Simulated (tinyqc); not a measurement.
Cylindrical quantum wire: one step. Hard-wall levels. Two cases, with inputs chosen for the exercise.

Question. The six lowest of these, with their orbital degeneracy; c = hbar^2/2m0.

With hard walls E = c (x/R)^2/mw, x a zero of J_m: (1,0) 2.404826; (2,0) 5.520078; (1,1) 3.831706; (2,1) 7.015587; (1,2) 5.135622; (2,2) 8.417244; (1,3) 6.380162; (2,3) 9.761023.

Constants: hbar^2/2m0 = 3.80998211 eV angstrom^2.

Give: Hard walls.

Case 1.

Values chosen (out of a larger set: near those of a non-polar GaN wire in AlGaN; not measured data): R = 23 angstrom (radius); mw = 0.194 m0 (mass inside).

Answer.

Hard walls:
```
state,degeneracy,x,E (eV)
"(1,0)",1,2.4048,0.2147
"(1,1)",2,3.8317,0.5451
"(1,2)",2,5.1356,0.9792
"(2,0)",1,5.5201,1.1312
"(1,3)",2,6.3802,1.5112
"(2,1)",2,7.0156,1.8272
```

The ballistic conductance steps are 2, 4, 4, 2 e^2/h as EF passes the first four edges (spin included, one valley). The real barrier, V0 = 0.705 eV, lies below 4 values at the end of the list.

Case 2.

Values chosen (out of a larger set: near those of a GaAs wire in AlGaAs; not measured data): R = 77 angstrom (radius); mw = 0.0676 m0 (mass inside).

Answer.

Hard walls:
```
state,degeneracy,x,E (eV)
"(1,0)",1,2.4048,0.0550
"(1,1)",2,3.8317,0.1396
"(1,2)",2,5.1356,0.2507
"(2,0)",1,5.5201,0.2897
"(1,3)",2,6.3802,0.3870
"(2,1)",2,7.0156,0.4679
```

The ballistic conductance steps are 2, 4, 4, 2 e^2/h as EF passes the first four edges (spin included, one valley). The real barrier, V0 = 0.211 eV, lies below 4 values at the end of the list.

Computed by tinyqc, one run a case: `OMP_NUM_THREADS=1 python tinyqc.py N N+1 out.jsonl` with N = 1282497, 1282722; one thread of a shared Intel(R) Xeon(R) Processor @ 2.30GHz, about 0.04 s a run at most.
